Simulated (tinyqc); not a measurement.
Worked calculation: CIS on RHF in the sto-3g basis, for H6, spin multiplicity 1. One step of it, computed by the program tinyqc.

Question. CIS matrix, singlets. A(ia,jb) = (e_a - e_i) d_ij d_ab + 2 (ia|jb) - (ij|ab).

orbital energies (hartree): [-0.685160, -0.590307, -0.467168, 0.438753, 0.747901, 1.134481]

Two-electron integrals over orbitals (pq|rs), unique and non-zero (hartree):
```
(11|11) 0.420121    (21|21) 0.130192    (22|11) 0.332975    (22|22) 0.399234
(31|11) 0.082890    (31|22) -0.059933   (31|31) 0.134132    (32|21) -0.129230
(32|32) 0.147020    (33|11) 0.397359    (33|22) 0.351393    (33|31) 0.048355
(33|33) 0.398645    (41|21) 0.033825    (41|32) 0.001941    (41|41) 0.079413
(42|11) 0.052962    (42|22) -0.004185   (42|31) 0.047673    (42|33) 0.016328
(42|42) 0.067591    (43|21) 0.057990    (43|32) -0.057412   (43|41) 0.015269
(43|43) 0.071333    (44|11) 0.393540    (44|22) 0.349990    (44|31) 0.042671
(44|33) 0.384835    (44|42) 0.024878    (44|44) 0.399211    (51|11) 0.008575
(51|22) 0.025381    (51|31) -0.021327   (51|33) -0.008410   (51|42) 0.039282
(51|44) 0.001750    (51|51) 0.046949    (52|21) 0.019411    (52|32) 0.004693
(52|41) 0.054988    (52|43) -0.037678   (52|52) 0.087076    (53|11) -0.062581
(53|22) -0.002575   (53|31) -0.052642   (53|33) -0.031863   (53|42) -0.064252
(53|44) -0.026604   (53|51) -0.033984   (53|53) 0.069213    (54|21) 0.129252
(54|32) -0.140403   (54|41) 0.007275    (54|43) 0.058965    (54|52) -0.002049
(54|54) 0.151438    (55|11) 0.347549    (55|22) 0.401687    (55|31) -0.048621
(55|33) 0.362558    (55|42) 0.001237    (55|44) 0.371707    (55|51) 0.025939
(55|53) -0.005801   (55|55) 0.426500    (61|21) 0.002015    (61|32) 0.012133
(61|41) 0.028650    (61|43) 0.050328    (61|52) -0.030168   (61|54) -0.009004
(61|61) 0.065148    (62|11) -0.015588   (62|22) -0.031549   (62|31) 0.018599
(62|33) -0.004013   (62|42) -0.035985   (62|44) -0.002150   (62|51) -0.042858
(62|53) 0.037816    (62|55) -0.030729   (62|62) 0.044974    (63|21) 0.038704
(63|32) -0.007651   (63|41) 0.076404    (63|43) 0.018565    (63|52) 0.054786
(63|54) 0.007419    (63|61) 0.028984    (63|63) 0.082458    (64|11) 0.084402
(64|22) -0.051545   (64|31) 0.127305    (64|33) 0.049596    (64|42) 0.049516
(64|44) 0.048046    (64|51) -0.017886   (64|53) -0.052903   (64|55) -0.051745
(64|62) 0.017416    (64|64) 0.136657    (65|21) -0.131905   (65|32) 0.132257
(65|41) -0.035268   (65|43) -0.061153   (65|52) -0.020480   (65|54) -0.138801
(65|61) -0.003422   (65|63) -0.043288   (65|65) 0.147613    (66|11) 0.449262
(66|22) 0.354594    (66|31) 0.091390    (66|33) 0.427152    (66|42) 0.059832
(66|44) 0.431492    (66|51) 0.010070    (66|53) -0.071730   (66|55) 0.380908
(66|62) -0.018416   (66|64) 0.099935    (66|66) 0.507829
```

Give: CIS matrix A, singlet.

Answer.

CIS matrix A, singlet (hartree), order 1>4, 1>5, 1>6, 2>4, 2>5, 2>6, 3>4, 3>5, 3>6:
```
[[0.889, 0.000, -0.027, 0.000, -0.019, 0.000, -0.012, 0.000, 0.026],
 [0.000, 1.179, 0.000, -0.051, 0.000, 0.046, 0.000, -0.019, 0.000],
 [-0.027, 0.000, 1.501, 0.000, 0.072, 0.000, -0.027, 0.000, -0.033],
 [0.000, -0.051, 0.000, 0.814, 0.000, -0.020, 0.000, 0.012, 0.000],
 [-0.019, 0.000, 0.072, 0.000, 1.111, 0.000, 0.065, 0.000, -0.023],
 [0.000, 0.046, 0.000, -0.020, 0.000, 1.460, 0.000, -0.057, 0.000],
 [-0.012, 0.000, -0.027, 0.000, 0.065, 0.000, 0.664, 0.000, -0.012],
 [0.000, -0.019, 0.000, 0.012, 0.000, -0.057, 0.000, 0.991, 0.000],
 [0.026, 0.000, -0.033, 0.000, -0.023, 0.000, -0.012, 0.000, 1.339]]
```
